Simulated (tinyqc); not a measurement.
Sp3 tight binding, zinc-blende lattice, step by step. One step of it, computed by the program tinyqc.

Question. Bloch Hamiltonian at X. Slater-Koster rules over the four bonds with direction cosines (l, m, n): ss V_ss; s-px l V_sp; px-s -l V_sp; px-px l^2 V_pps + (1 - l^2) V_ppp; px-py l m (V_pps - V_ppp); each times exp(i k.d).

Parameters chosen for this model: zinc-blende lattice, anion at 0, cation at a/4 (1,1,1); V = eta hbar^2 / (m d^2), hbar^2/m = 7.619964 eV angstrom^2:
```
parameter          value      unit
a               6.360000  angstrom
d               2.753961  angstrom
Es anion      -13.240000        eV
Ep anion       -6.970000        eV
Es cation     -13.240000        eV
Ep cation      -6.970000        eV
eta ss         -1.320000
eta sp          1.420000
eta pp sigma    2.220000
eta pp pi      -0.630000
V ss           -1.326207        eV
V sp            1.426677        eV
V pp sigma      2.230439        eV
V pp pi        -0.632962        eV
```

k point X (2 pi / a): 1  0  0

Give: H(k) at X.

Answer.

H(k) at X (eV), lower triangle (Hermitian):
```
               a s          a px          a py          a pz
a s        -13.240
a px         0.000        -6.970
a py         0.000         0.000        -6.970
a pz         0.000         0.000         0.000        -6.970
c s          0.000  0.000+3.295i         0.000         0.000
c px  0.000-3.295i         0.000         0.000         0.000
c py         0.000         0.000         0.000  0.000-3.818i
c pz         0.000         0.000  0.000-3.818i         0.000

          c s    c px    c py    c pz
c s   -13.240
c px    0.000  -6.970
c py    0.000   0.000  -6.970
c pz    0.000   0.000   0.000  -6.970
```
